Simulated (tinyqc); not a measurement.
Inside a calculation. Model: input admittance of a MOSFET at zero drain bias: distributed channel and distributed gate.

tinyqc, about 0.01 s, one thread, Intel Xeon 2.30GHz (shared host): `OMP_NUM_THREADS=1 python tinyqc.py 2262085 2262086 out.jsonl` Printed values are rounded.

Source and drain grounded, strong inversion, w = 2 pi f, Cox = eps0 eox/tox. The channel is an RC line of resistance 1/(mu Cox Vo) per square fed from both ends, so one finger has the intrinsic admittance y = i w Cox L tanh(g)/g per width, g = (1/2) sqrt(i w tau), tau = L^2/(mu Vo). The vertical resistance rv/L is in series with y, the overlaps 2 i w Cov in parallel: y_t = 1/(1/y + rv/L) + 2 i w Cov. The gate strip is a line of Rsh/L per length loaded by y_t, so a finger has Y = y_t Wf tanh(k)/k, k = (Wf/sd) sqrt(y_t Rsh/L); the device has Nf Y.

Values chosen for this exercise; values of the order met in silicon radio-frequency transistors: relative permittivity of the gate insulator (close to zirconium oxide) eox = 24.8; insulator thickness tox = 16 nm; channel length L = 0.3 um; finger width Wf = 7.7 um; number of fingers Nf = 64; channel mobility mu = 180 cm^2/(V s); gate overdrive Vo = 0.3 V; sheet resistance of the gate Rsh = 10 ohm/square; vertical resistivity of the gate stack rv = 0 ohm um^2; number of ends at which a finger is contacted sd = 2; overlap and fringe capacitance on each side Cov = 0.15 fF/um; frequency f = 30 GHz.

Constants: eps0 = 8.8541878128e-14 F/cm where lengths are in cm. Results are converted to the units shown.

## Low-frequency resistances and capacitance

Low-frequency limits, with c = Cox L and ct = c + 2 Cov: R_strip = Rsh Wf/(3 sd^2 L Nf), R_ch = (c/ct)^2 L/(12 mu Cox Vo Wf Nf), R_vert = (c/ct)^2 rv/(L Wf Nf), C = ct Wf Nf.

parts (ohm): strip 0.334201, channel 0.594710, vertical 0
sum = 0.928911 ohm
C = 2176.79 fF
1/(2 pi R C) = 78.7098 GHz

The channel term is the largest, 64.0 % of the sum.

## Admittance of the channel and stack per width

tau, g, c = Cox L, y and y_t as defined.

tau = 16.6667 ps
g = 0.626657+0.626657i
c = 4.11720 fF/um
y = 184.751+718.108i uS/um
y_t = 184.751+774.657i uS/um

w tau = 3.14, and Im y is 0.925 of w c.

## Input impedance of the device

k and Y as defined; Z = 1/(Nf Y) = R + 1/(i w C); Q = |Im Z|/R; signal at the point farthest from a contact |1/cosh k|.

k = 0.492322+0.388714i
Nf Y = 131.171+353.423i mS
R = 0.922998 ohm
C = 2133.24 fF
Q = 2.69438
signal at the far point = 0.945347

R is 0.64 % below its low-frequency limit and C is 2.0 % below its own.
